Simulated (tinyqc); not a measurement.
Penn model of the dielectric constant and Phillips ionicity: one step. Penn gap from the dielectric constant. Four cases, with inputs chosen for the exercise.

Task: Start with S = 1 and repeat Eg = Ep sqrt(S/(ei - 1)) until Eg changes by less than 1e-6 eV.

n = 32/a^3; Ep^2 = 8 pi c e2 n with c = hbar^2/2m0, e2 = e^2/(4 pi eps0); EF = c (3 pi^2 n)^(2/3); eps = 1 + (Ep/Eg)^2 S with S = 1 - Eg/(4 EF) + (Eg/(4 EF))^2/3, Eg the Penn gap. Core d shells are left out.

Case 1.

Values chosen (out of a larger set: near those of ZnSe; not measured data): ei = 5.8 (high-frequency dielectric constant).

Ep = 15.46803 eV
EF = 11.34420 eV

Case 2.

Values chosen (out of a larger set: near those of GaN; not measured data): ei = 5.27 (high-frequency dielectric constant).

Ep = 22.04868 eV
EF = 18.19858 eV

Case 3.

Values chosen (out of a larger set: near those of AlAs; not measured data): ei = 8.05 (high-frequency dielectric constant).

Ep = 15.59526 eV
EF = 11.46878 eV

Case 4.

Values chosen (out of a larger set: near those of Si; not measured data): ei = 12 (high-frequency dielectric constant).

Ep = 16.69308 eV
EF = 12.55767 eV

Give: Iterations; Penn gap Eg.

Result:

Case 1.

Iterations:
```
step  Eg in (eV)       S  Eg out (eV)
1         7.0602  0.8525       6.5186
2         6.5186  0.8632       6.5596
3         6.5596  0.8624       6.5565
4         6.5565  0.8625       6.5567
5         6.5567  0.8625       6.5567
6         6.5567  0.8625       6.5567
7         6.5567  0.8625       6.5567
```

Penn gap Eg = 6.557 eV

The factor S lowers the gap by 0.503 eV from the first estimate. The Penn gap is a mean bonding-antibonding separation, near the main peak of eps2, not the smallest gap.

Case 2.

Iterations:
```
step  Eg in (eV)       S  Eg out (eV)
1        10.6701  0.8606       9.8984
2         9.8984  0.8702       9.9535
3         9.9535  0.8695       9.9495
4         9.9495  0.8695       9.9498
5         9.9498  0.8695       9.9498
6         9.9498  0.8695       9.9498
7         9.9498  0.8695       9.9498
```

Penn gap Eg = 9.950 eV

The factor S lowers the gap by 0.720 eV from the first estimate. The Penn gap is a mean bonding-antibonding separation, near the main peak of eps2, not the smallest gap.

Case 3.

Iterations:
```
step  Eg in (eV)       S  Eg out (eV)
1         5.8735  0.8774       5.5018
2         5.5018  0.8849       5.5251
3         5.5251  0.8844       5.5236
4         5.5236  0.8844       5.5237
5         5.5237  0.8844       5.5237
6         5.5237  0.8844       5.5237
```

Penn gap Eg = 5.524 eV

The factor S lowers the gap by 0.350 eV from the first estimate. The Penn gap is a mean bonding-antibonding separation, near the main peak of eps2, not the smallest gap.

Case 4.

Iterations:
```
step  Eg in (eV)       S  Eg out (eV)
1         5.0332  0.9031       4.7832
2         4.7832  0.9078       4.7955
3         4.7955  0.9076       4.7949
4         4.7949  0.9076       4.7949
5         4.7949  0.9076       4.7949
6         4.7949  0.9076       4.7949
```

Penn gap Eg = 4.795 eV

The factor S lowers the gap by 0.238 eV from the first estimate. The Penn gap is a mean bonding-antibonding separation, near the main peak of eps2, not the smallest gap.

Computed by tinyqc, one run a case: `OMP_NUM_THREADS=1 python tinyqc.py N N+1 out.jsonl` with N = 1681486, 1681520, 1681653, 1681655; one thread of a shared Intel(R) Xeon(R) Processor @ 2.30GHz, about 0.01 s a run at most.
